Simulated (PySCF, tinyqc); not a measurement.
Worked calculation: CISD on RHF in the 6-311g basis, for H2, spin multiplicity 1. The lowest restricted solution is unstable here: a spin-polarised one lies 0.0011 hartree lower (PySCF). One step of it, computed by the program tinyqc.

Problem. Orthogonalisation. S = U s U^T; symmetric (Loewdin) form X = U s^(-1/2) U^T, so that X^T S X = 1.

overlap S, lower triangle:
```
          1H 1s     1H 2s     1H 3s     2H 1s     2H 2s     2H 3s
1H 1s  1.000000
1H 2s  0.706377  1.000000
1H 3s  0.373664  0.788963  1.000000
2H 1s  0.030444  0.168475  0.220841  1.000000
2H 2s  0.168475  0.405250  0.511659  0.706377  1.000000
2H 3s  0.220841  0.511659  0.752161  0.373664  0.788963  1.000000
```

Give: eigenvalues of S; X.

Solution.

eigenvalues of S: 0.0605  0.1301  0.3297  0.7102  1.4220  3.3476

X, lower triangle:
```
         1H 1s    1H 2s    1H 3s    2H 1s    2H 2s   2H 3s
1H 1s   1.3732
1H 2s  -0.7460   2.1203
1H 3s   0.2053  -1.0117   2.0828
2H 1s   0.0274   0.0337  -0.0556   1.3732
2H 2s   0.0337  -0.2452   0.1920  -0.7460   2.1203
2H 3s  -0.0556   0.1920  -0.8527   0.2053  -1.0117  2.0828
```
